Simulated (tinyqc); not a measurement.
RHF in the sto-3g basis, for BeH2, spin multiplicity 1, step by step. One step of it, computed by the program tinyqc.

Problem. Orthogonalisation. S = U s U^T; symmetric (Loewdin) form X = U s^(-1/2) U^T, so that X^T S X = 1.

overlap S, order 1Be 1s, 1Be 2s, 1Be 2px, 1Be 2py, 1Be 2pz, 2H 1s, 3H 1s:
$$\begin{pmatrix}
1.000000 & 0.259517 & 0.000000 & 0.000000 & 0.000000 & 0.047925 & 0.047925 \\
0.259517 & 1.000000 & 0.000000 & 0.000000 & 0.000000 & 0.393535 & 0.393535 \\
0.000000 & 0.000000 & 1.000000 & 0.000000 & 0.000000 & 0.000000 & 0.000000 \\
0.000000 & 0.000000 & 0.000000 & 1.000000 & 0.000000 & 0.474081 & -0.474081 \\
0.000000 & 0.000000 & 0.000000 & 0.000000 & 1.000000 & 0.000000 & 0.000000 \\
0.047925 & 0.393535 & 0.000000 & 0.474081 & 0.000000 & 1.000000 & 0.017580 \\
0.047925 & 0.393535 & 0.000000 & -0.474081 & 0.000000 & 0.017580 & 1.000000
\end{pmatrix}$$

Give: eigenvalues of S; X.

Solution.

eigenvalues of S: [0.321, 0.417, 0.951, 1.000, 1.000, 1.649, 1.662]

X, order 1Be 1s, 1Be 2s, 1Be 2px, 1Be 2py, 1Be 2pz, 2H 1s, 3H 1s:
$$\begin{pmatrix}
1.029 & -0.152 & 0.000 & 0.000 & 0.000 & 0.021 & 0.021 \\
-0.152 & 1.184 & 0.000 & 0.000 & 0.000 & -0.249 & -0.249 \\
0.000 & 0.000 & 1.000 & 0.000 & 0.000 & 0.000 & 0.000 \\
0.000 & 0.000 & 0.000 & 1.264 & 0.000 & -0.350 & 0.350 \\
0.000 & 0.000 & 0.000 & 0.000 & 1.000 & 0.000 & 0.000 \\
0.021 & -0.249 & 0.000 & -0.350 & 0.000 & 1.209 & -0.068 \\
0.021 & -0.249 & 0.000 & 0.350 & 0.000 & -0.068 & 1.209
\end{pmatrix}$$
